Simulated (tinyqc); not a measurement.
Mobility of a non-polar semiconductor in the relaxation-time approximation. Changing the temperature T. Computed by tinyqc, a small Python program. Command: `OMP_NUM_THREADS=1 python tinyqc.py 3022535 3022536 out.jsonl rta sweep`. One thread of a shared host (Intel(R) Xeon(R) Processor @ 2.30GHz), about 0.04 s of CPU time with the checks.

Each valley is treated as a sphere of mass m_d for states and rates, with one isotropic relaxation time; the conductivity mass m_c sets the current.

Inputs (values chosen for the exercise, modelled on holes in silicon):

| quantity | value | unit |
|---|---|---|
| longitudinal mass m_l | 0.487 | m_0 |
| transverse mass m_t | 0.487 | m_0 |
| equivalent valleys Z | 1 | - |
| static permittivity eps_s | 11.7 | - |
| density rho | 2329 | kg/m^3 |
| sound velocity v_l | 9210 | m/s |
| acoustic deformation potential D_A | 5 | eV |
| phonon energy hbar w | 63.6 | meV |
| optical or intervalley deformation potential D_o | 10 | 1e8 eV/cm |
| final valleys Z_f | 1 | - |
| carrier density n | 5.9e+17 | 1/cm^3 |
| compensation ratio C | 0 | - |

Band: parabolic. Impurity formula: Conwell-Weisskopf. Further scattering: none.

Constants: k_B = 8.617333262e-05 eV/K; m_0 = 9.1093837015e-31 kg; e = 1.602176634e-19 C; hbar = 1.054571817e-34 J s; eps_0 = 8.8541878128e-12 F/m; k_B = 1.380649e-23 J/K; hbar = 6.582119569e-16 eV s.

Method:
- m_d = (m_l m_t^2)^(1/3); 1/m_c = (1/m_l + 2/m_t)/3; Hall mass factor A = 3 K_m (K_m + 2)/(2 K_m + 1)^2, K_m = m_l/m_t; N_I = n (1 + C)/(1 - C).
- Parabolic band: E = hbar^2 k^2/(2 m), speed v = hbar k/m, states per spin, volume and energy g(E) = m k/(2 pi^2 hbar^2). Here m = m_d. Masses are multiplied by m_0 and all formulas are in SI units.
- The reduced Fermi level eta = E_F/(k_B T) solves n = 2 Z int g f dE with f = 1/(1 + exp(x - eta)) (Z = 1 unless valleys are given); screening length L_s = sqrt(eps_s eps_0 k_B T/(e^2 dn/deta)), dn/deta = 2 Z int g f (1 - f) dE.
- Integrals over x = E/(k_B T) use 160 Gauss-Legendre points in u = sqrt(x) from 0 to sqrt(max(eta, 0) + 32).
- Phonon occupation N_q = 1/(exp(hbar w/(k_B T)) - 1).
- Acoustic deformation potential (elastic, equipartition, absorption and emission together): 1/tau = 2 pi k_B T D_A^2 g(E)/(hbar rho v_l^2).
- Optical or intervalley deformation potential: 1/tau = (pi Z_f D_o^2/(rho w)) [N_q g(E + hbar w) + (N_q + 1) g(E - hbar w)], with g = 0 below the band edge.
- Each optical term is multiplied by (1 - f(E'))/(1 - f(E)), E' the final energy, for Pauli blocking.
- Singly charged impurities, momentum relaxation: 1/tau = N_I e^4 m (1 + 2 alpha E) Phi/(8 pi (eps_s eps_0)^2 hbar^3 k^3), with alpha = 0 for a parabolic band.
- Conwell-Weisskopf: Phi = ln(1 + y^2), y = 4 pi eps_s eps_0 E N_I^(-1/3)/e^2 (largest impact parameter N_I^(-1/3)/2).
- mu = (m_d/m_c) (2 Z e/(3 n k_B T)) int g v^2 tau f (1 - f) dE.
- Averages over x are split at the emission threshold x_0 = hbar w/(k_B T): 64 Gauss-Legendre points in sqrt(x) below it and 128 in sqrt(x - x_0) above it, up to x = max(eta, 0) + 32.
- Rates are added at each energy before the average. With <y> = int g v^2 y f (1 - f) dE: Hall factor r_H = A (3 n k_B T/(2 Z m_d)) <tau^2/(1 + 2 alpha E)>/<tau>^2 (alpha = 0 for a parabolic band); Hall mobility r_H mu; |S| = (k_B/e) (<x tau>/<tau> - eta); resistivity 1/(n e mu).
- Matthiessen's rule adds 1/mu of the separate processes.

One run for each value:

| temperature T (K) | drift mobility mu (cm^2/(V s)) | acoustic mobility (cm^2/(V s)) | ionised impurity mobility (cm^2/(V s)) | optical mobility (cm^2/(V s)) | Hall factor r_H | excess of Matthiessen's rule over the full mu (%) |
|---|---|---|---|---|---|---|
| 60 | 518.81 | 29520 | 530.2 | 9.7939e+07 | 1.0327 | 0.383 |
| 79 | 550.83 | 20155 | 572.8 | 5.1305e+06 | 1.0494 | 1.106 |
| 100 | 587.14 | 14427 | 631.3 | 7.1362e+05 | 1.0626 | 2.932 |
| 180 | 631.65 | 6145 | 913.6 | 2.2456e+04 | 1.0572 | 21.610 |
| 230 | 587.61 | 4282 | 1117.4 | 7.8353e+03 | 1.0550 | 35.487 |
| 310 | 483.07 | 2751 | 1470.8 | 2.6622e+03 | 1.0683 | 45.879 |
| 410 | 365.51 | 1815 | 1947.6 | 1.1434e+03 | 1.0958 | 41.087 |
| 530 | 266.50 | 1237 | 2560.6 | 5.9066e+02 | 1.1275 | 29.755 |
| 700 | 181.55 | 816 | 3491.4 | 3.1793e+02 | 1.1607 | 18.281 |

Give the missing row, temperature T (K) = 140.

Computed row; columns: (1) temperature T (K); (2) drift mobility mu (cm^2/(V s)); (3) acoustic mobility (cm^2/(V s)); (4) ionised impurity mobility (cm^2/(V s)); (5) optical mobility (cm^2/(V s)); (6) Hall factor r_H; (7) excess of Matthiessen's rule over the full mu (%):
```
(1)     (2)   (3)    (4)         (5)     (6)     (7)
140  631.54  8876  763.7  8.0938e+04  1.0645  10.383
```

Interpolating between the two neighbouring rows (the first column on a logarithmic scale, the others too where they are positive) misses most in optical mobility (cm^2/(V s)), by 22 %. Over the rows, drift mobility mu (cm^2/(V s)) goes from 519 through a maximum among these rows, 632 at 180, to 182; acoustic mobility (cm^2/(V s)) falls from 29500 to 816 (exponent d ln y / d ln x -1.4 between the first rows and -1.5 between the last); ionised impurity mobility (cm^2/(V s)) rises from 530 to 3490 (exponent d ln y / d ln x 0.28 between the first rows and 1.1 between the last). At the high end the exponent of acoustic mobility is -1.49, close to -1.5: the T^(-3/2) law of acoustic scattering in a classical gas. The lowest separate mobility among these three is impurity from 60.0 to 310, optical from 410 to 700 K. Matthiessen's rule errs most, by 46 %, at 310 K.

Caution (rows 60.0, 79.0, 100): n is taken as given; at low temperature (in diamond even at 300 K) real dopants can freeze out, which changes n and N_I.

Extremes, crossings and ranges named in words are read from the listed rows.
